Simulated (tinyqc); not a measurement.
From peak temperature T_p back to desorption energy E: adsorption as a lattice gas: isotherms with interactions, competition, desorption peaks and saturation dose. Computed by tinyqc, a small Python program. Command: `OMP_NUM_THREADS=1 python tinyqc.py 3012138 3012139 out.jsonl adsorb inv`. One thread of a shared host (Intel(R) Xeon(R) Processor @ 2.30GHz), about 0.01 s of CPU time with the checks.

One adsorbate per site; a molecule needs 1 empty site. Gas and surface have the same temperature.

Inputs (values chosen for the exercise, for a model surface): prefactor nu = 5.4e+13 1/s; heating rate beta = 7.9 K/s.

Adsorption: molecular (first order).

Constants: k_B = 8.617333262e-05 eV/K.

Method. The peak obeys E/(k_B T_p^2) = (nu/beta) exp(-E/(k_B T_p)) exactly. Redhead's shortcut, with the constant 3.46 (3.64 is also in use), reads E back as k_B T_p [ln(nu' T_p/beta) - 3.46], nu' = nu.

Question. A run gave the result below. Find the desorption energy E, known to lie between 1.2 and 2.2 eV.

peak temperature T_p = 651.0152 K

Answer.

Each step takes the trial c = (a f_b - b f_a)/(f_b - f_a), f being the result less the target and a, b, c the logarithms of the listed values; c replaces end b, the old b replaces a if the sign of f changed, and otherwise f_a is halved.

Scan of the range:
```
desorption energy E (eV),peak temperature T_p (K)
1.20,433.091
1.33,478.568
1.47,527.402
1.62,579.579
1.80,642.012
1.99,707.723
2.20,780.148
```

False position (Illinois rule, in the logarithm of the input) inside the bracket:
```
step,end a,end b,trial,peak temperature T_p (K)
1,1.80000,1.99000,1.82492,650.641
2,1.99000,1.82492,1.82596,651.000
3,1.99000,1.82596,1.82604,651.029
4,1.82596,1.82604,1.82600,651.015
```

Peak temperature T_p rises at every point of a 13-point scan of the range (every second point is shown), so one value fits; it is bracketed by 1.80 and 1.99. Answer: desorption energy E = 1.826 eV.
